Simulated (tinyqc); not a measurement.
What each parameter does: Tamm state at the end of a one-band chain.

A half-infinite chain with site energy 0 and hopping -t, band E = -2t cos(ka); the end site has energy D. The surface Green function of the unperturbed half chain is g = (E -/+ sqrt(E^2 - 4t^2))/(2t^2), the root with |t g| <= 1 and Im g <= 0, and with the shift G = g/(1 - D g).

Parameters, chosen for this exercise: t = 1.56 eV (hopping); D = 3.01 eV (shift of the end site); a = 3.4 angstrom (spacing); E = -2.78 eV (energy in the band).

E = D + t^2/D, weight 1 - (t/D)^2, decay length -a/ln|t/D|, surface density -Im G/pi at E. Each row changes one parameter from the base and keeps the others.

Results:

| case | bound level (eV) | weight | decay (angstrom) | density (1/eV) |
|---|---|---|---|---|
| base | 3.8185 | 0.7314 | 5.173 | 0.0113 |
| t = 1.638 eV | 3.9014 | 0.7039 | 5.588 | 0.0137 |
| D = 3.612 eV | 4.2858 | 0.8135 | 4.050 | 0.0088 |
| a = 3.74 angstrom | 3.8185 | 0.7314 | 5.690 | 0.0113 |
| E = -1.39 eV | 3.8185 | 0.7314 | 5.173 | 0.0284 |

The largest shifts from the base row, up to three for each result and ties (the steps differ in size, so this ranks the rows, not the parameters). bound level (eV): D +0.4672, t +0.0829; unchanged at the printed digits by a and E. weight: D +0.0821, t -0.0275; unchanged at the printed digits by a and E. decay (angstrom): D -1.123, a +0.517, t +0.415; unchanged at the printed digits by E. density (1/eV): E +0.0170, D -0.0025, t +0.0024; unchanged at the printed digits by a.

Program tinyqc; command `OMP_NUM_THREADS=1 python tinyqc.py 1451357 1451358 out.jsonl`; about 0.01 s on one thread of a shared Intel(R) Xeon(R) Processor @ 2.30GHz.
